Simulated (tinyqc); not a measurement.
Gain against bias and Miller's formula: avalanche multiplication and breakdown of a junction from ionisation integrals. Computed by tinyqc, a small Python program. Command: `OMP_NUM_THREADS=1 python tinyqc.py 3011598 3011599 out.jsonl impact walk`. One thread of a shared host (Intel(R) Xeon(R) Processor @ 2.30GHz), about 0.01 s of CPU time with the checks.

Ionisation coefficients follow the local field. Position x runs through the depletion layer from the p side (x = 0), where electrons enter, to the n side (x = w), where holes enter. The built-in voltage is neglected.

Inputs (values chosen for the exercise, modelled on GaN): electron prefactor a_n = 4.8e+08 1/cm; electron field b_n = 3.49e+07 V/cm; hole prefactor a_p = 7.59e+06 1/cm; hole field b_p = 1.5e+07 V/cm; exponent c = 1; permittivity eps = 9.7; doping N of the lightly doped side = 2.4e+17 1/cm^3.

Junction: one-sided abrupt p+n.

Constants: e = 1.602176634e-19 C; eps_0 = 8.8541878128e-12 F/m.

Method:
- alpha_n = a_n exp(-(b_n/F)^c), alpha_p = a_p exp(-(b_p/F)^c).
- Field F = F_m (1 - s), w = eps eps_0 F_m/(e N), V = F_m w/2, with s = x/w (the peak lies at the p+ side).
- With Phi(x) = int_0^x (alpha_n - alpha_p) dx': 1 - 1/M_n = I_n = int_0^w alpha_n exp(-Phi) dx and M_p = M_n exp(-Phi(w)); trapezoid rule on 401 even points; breakdown at I_n = 1.
- Solve I_n(F_m) = 1.
- Miller's exponent n is defined by 1 - 1/M = (V/V_B)^n for the larger M.

breakdown voltage = 168.933 V

critical field F_m = 3.88931 MV/cm

Gain:
```
V/V_B   V (V)  F_m (MV/cm)     M_n     M_p  Miller exponent n
0.50    84.47       2.7502   1.007    1.32             2.0494
0.60   101.36       3.0126   1.027    1.69             1.7504
0.70   118.25       3.2540   1.087    2.43             1.4894
0.80   135.15       3.4787   1.262    4.06             1.2669
0.90   152.04       3.6897   1.913    9.28             1.0825
0.95   160.49       3.7908   3.315   19.93             1.0038
0.98   165.55       3.8502   7.601   52.02             0.9608
0.99   167.24       3.8698  14.770  105.56             0.9471
```

What follows from these numbers?

The larger gain passes 2 between 0.600 and 0.700 of V_B and reaches 106 at 0.99. Miller's exponent runs from 0.95 to 2.0, so it is not a constant: a fit holds over a narrow range only. From the first row to the last the voltage grows by a factor 1.98 and the peak field by 1.41.

Extremes, crossings and ranges named in words are read from the listed rows.
